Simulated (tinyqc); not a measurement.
Long runs: velocity against field: Monte Carlo simulation of one carrier in a uniform electric field. Computed by tinyqc, a small Python program. Command: `OMP_NUM_THREADS=1 python tinyqc.py 3007617 3007618 out.jsonl mcfl walk`. One thread of a shared host (Intel(R) Xeon(R) Processor @ 2.30GHz), about 2 s of CPU time with the checks.

The force e F acts along +z. Flights end at the constant total rate Gamma; the part of Gamma that the real rates do not fill is self-scattering, which leaves k unchanged. One valley, no impurities and no intervalley scattering.

Inputs (values chosen for the exercise, for a model polar semiconductor):
```
quantity                                             value    unit
effective mass m                                     0.068     m_0
static permittivity eps_s                             14.5       -
high-frequency permittivity eps_inf                   11.1       -
density rho                                           5140  kg/m^3
sound velocity v_l                                    9500     m/s
acoustic deformation potential D_A                      13      eV
optical phonon energy hbar w                          52.5     meV
lattice temperature T                                  300       K
electric field F                                      0.41   kV/cm
energy E_max up to which Gamma must cover the rates      1      eV
seed of the random numbers                           43343       -
```

Crystal: polar. Band: parabolic.

Constants: k_B = 1.380649e-23 J/K; e = 1.602176634e-19 C; hbar = 1.054571817e-34 J s; m_0 = 9.1093837015e-31 kg; hbar = 6.582119569e-16 eV s; eps_0 = 8.8541878128e-12 F/m; k_B = 8.617333262e-05 eV/K.

Method:
- Parabolic band: E = hbar^2 k^2/(2 m), speed v = hbar k/m, states per spin, volume and energy g(E) = m k/(2 pi^2 hbar^2). Masses are multiplied by m_0 and all formulas are in SI units.
- Phonon occupation N_q = 1/(exp(hbar w/(k_B T)) - 1).
- Acoustic deformation potential (elastic, equipartition, absorption and emission together): 1/tau = 2 pi k_B T D_A^2 g(E)/(hbar rho v_l^2).
- Polar optical, unscreened: W = e^2 w (1/eps_inf - 1/eps_s) m (1 + 2 alpha E') ln|(k + k')/(k - k')| / (4 pi eps_0 hbar^2 k), times N_q for absorption (E' = E + hbar w) and N_q + 1 for emission (E' = E - hbar w > 0), with alpha = 0 for a parabolic band; mean cosine of the angle <cos> = (k^2 + k'^2)/(2 k k') - 1/ln|(k + k')/(k - k')|.
- Gamma is 1.05 times the largest total rate on the grid E = (j + 1/2) E_max/400, j = 0..399.
- On the grid E_j = (j + 1/2) hbar w/12 up to 20 k_B T + 2 hbar w, solve (sum of rates) l(E) = v(E) + W_abs <cos> l(E + hbar w) + W_em <cos> l(E - hbar w); mu_0 = e sum g v l exp(-E/k_B T)/(3 k_B T sum g exp(-E/k_B T)).
- Flight: t = -ln(r1)/Gamma; k_z grows by e F t/hbar; E follows from the band; dz = (E_end - E_start)/(e F).
- Choice: with cumulative rates in the order acoustic, absorption, emission, the process is the first whose sum exceeds r2 Gamma; if none, self-scattering.
- Final state: E' = E, E + hbar w or E - hbar w gives k'. Isotropic processes: cos(theta) = 1 - 2 r3 from the z axis, phi = 2 pi r4, k' (sin theta cos phi, sin theta sin phi, cos theta). Polar processes: cos(b) = [1 + xi - (1 + 2 xi)^r3]/xi, xi = 2 k k'/(k - k')^2, b from the old direction n; new direction cos b n + sin b (cos phi e1 + sin phi e2), e1 = (z x n)/|z x n|, e2 = n x e1.
- Each row: 250 carriers from a thermal start, 1600 flights each, the first half discarded, random numbers not printed; the error is the standard error over ten groups; the mean energy is taken at the ends of flights, which sample time evenly. Fields at which more than 0.02 % of the events exceed Gamma are left out.

Gamma = 13.3914 1e12/s

low-field mobility mu_0 = 10402.5 cm^2/(V s)

Monte Carlo results:
```
F (kV/cm)  drift velocity (1e5 m/s)  error (1e5 m/s)  mu_0 F (1e5 m/s)  mean energy (meV)  real events (%)
0.10                         0.0714            0.010            0.1040               38.5             30.4
0.20                         0.1800            0.015            0.2080               39.0             30.4
0.41                         0.3820            0.013            0.4265               39.2             30.6
0.82                         0.7330            0.017            0.8530               40.7             31.2
1.60                         1.2400            0.013            1.6644               43.1             33.0
```

What does the comparison show, and why?

At the lowest field the drift velocity is 0.69 +/- 0.10 of the ohmic value mu_0 F, at the highest 0.75 +/- 0.01. The mean energy goes from 38 to 43 meV against the parabolic-band thermal value 3 k_B T/2 = 39 meV: the curve bends below the ohmic line although the mean energy changes little, since phonon emission removes both energy and momentum. Only 30 to 33 % of the events are real; the rest is the price of a constant Gamma.

Extremes, crossings and ranges named in words are read from the listed rows.
